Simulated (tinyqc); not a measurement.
Configuration-coordinate model of a defect: Huang-Rhys factor and luminescence line shape: one step, computed by the program tinyqc.

Ground state E_g(Q) = (1/2) omega_g^2 Q^2; excited state E_e(Q) = E_0 + (1/2) omega_e^2 (Q - dQ)^2 with omega_e = omega_g and E_0 = E_ZPL. Q is mass-weighted; the dipole does not depend on Q (Condon approximation).

Question. Emission lines at zero temperature. From the lowest excited level the line to ground level n lies at E_ZPL - n hbar omega_g with Franck-Condon weight exp(-S) S^n/n!; the emitted intensity carries a further factor E^3. S = S_g; up to eleven lines, of positive energy only, from n = max(0, integer part of S - 5).

Inputs (values chosen for the exercise, for a model defect): zero-phonon energy E_ZPL = 0.546 eV; ground-state phonon hbar omega_g = 14 meV.

Modes: equal frequencies in both states.

S_g = 0.9394396

Give: Lines.

Answer.

Lines:

| n | energy (eV) | weight | intensity / largest |
|---|---|---|---|
| 0 | 0.546 | 3.908e-01 | 1.000e+00 |
| 1 | 0.532 | 3.672e-01 | 8.690e-01 |
| 2 | 0.518 | 1.725e-01 | 3.768e-01 |
| 3 | 0.504 | 5.401e-02 | 1.087e-01 |
| 4 | 0.490 | 1.268e-02 | 2.346e-02 |
| 5 | 0.476 | 2.383e-03 | 4.040e-03 |
| 6 | 0.462 | 3.732e-04 | 5.784e-04 |
| 7 | 0.448 | 5.008e-05 | 7.078e-05 |
| 8 | 0.434 | 5.881e-06 | 7.557e-06 |
| 9 | 0.420 | 6.139e-07 | 7.149e-07 |
| 10 | 0.406 | 5.767e-08 | 6.066e-08 |

The weight peaks at n = 0 and the intensity at n = 0.
